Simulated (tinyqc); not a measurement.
Regular and subregular solution with a miscibility gap: one step, computed by the program tinyqc.

Per mole of mixing sites: G(x) = x (1 - x) [L0 + L1 (1 - 2x)] + R T [x ln x + (1 - x) ln(1 - x)], x the fraction of B.

Problem. Critical point. The spinodal is G'' = 0, R T_s(x) = x (1 - x) [2 L0 + 6 L1 (1 - 2x)]; the critical point is its maximum.

Inputs (values chosen for the exercise, for a model alloy): asymmetry L1 = 0 kJ/mol.

L0 = 8.6 kJ/mol

Constants: R = 8.314462618 J/(mol K).

Give: critical composition x_c; critical temperature T_c.

Solution.

critical composition x_c = 0.5

critical temperature T_c = 517.2 K

With L1 = 0 this is x_c = 1/2 and T_c = L0/(2 R).
